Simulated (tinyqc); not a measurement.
Potential-pH (Pourbaix) lines of a metal, its cation, its oxide and an oxyanion, with a complexing ligand: one step, computed by the program tinyqc.

Potentials are against the standard hydrogen electrode; solids and water have unit activity; dG_f of M, H+ and the electron is zero; F = e N_A and s = R T ln(10)/F. The cation carries z = 2.

Question. Mixed potential with oxygen reduction. Anodic i = i0a 10^((E - E_a)/b_a) with E_a the cation line with ligand; cathodic i = i0c 10^((E_c - E)/b_c) with E_c the oxygen line; supply caps the cathodic current, 1/i_c = 1/i(Tafel) + 1/i_L. E_corr makes the two currents equal. Without the cap it would be [b_c E_a + b_a E_c + b_a b_c log10(i0c/i0a)]/(b_a + b_c). Rate = i V_m/(z F). Films are left out.

Inputs (values chosen for the exercise, modelled on nickel): temperature T = 298.15 K; limiting current density i_L = 0.00039 A/cm^2; molar volume V_m = 6.59 cm^3/mol.

Species: M, M2+, MO, MO2(2-).

exchange current densities, metal and cathodic (A/cm^2): [4.1e-06, 2.2e-12]

Tafel slopes, anodic and cathodic (mV/decade): [45, 155]

cation line with ligand = -0.5381647 V

oxygen line = 0.8443557 V

Constants: e = 1.602176634e-19 C; N_A = 6.02214076e+23 1/mol.

Give: E_corr without the cap; corrosion potential E_corr; corrosion current density; i/i_L; etch rate.

Answer.

E_corr without the cap = -0.4458 V

corrosion potential E_corr = -0.4594 V

corrosion current density = 2.311e-04 A/cm^2

i/i_L = 0.5925

etch rate = 4.735 nm/min

Activation and supply both matter. Caution: other oxidation states, hydroxides and hydrides are left out, and the lines say nothing of rates. Caution: E_corr lies below the hydrogen line, so hydrogen evolution, left out here, adds cathodic current.
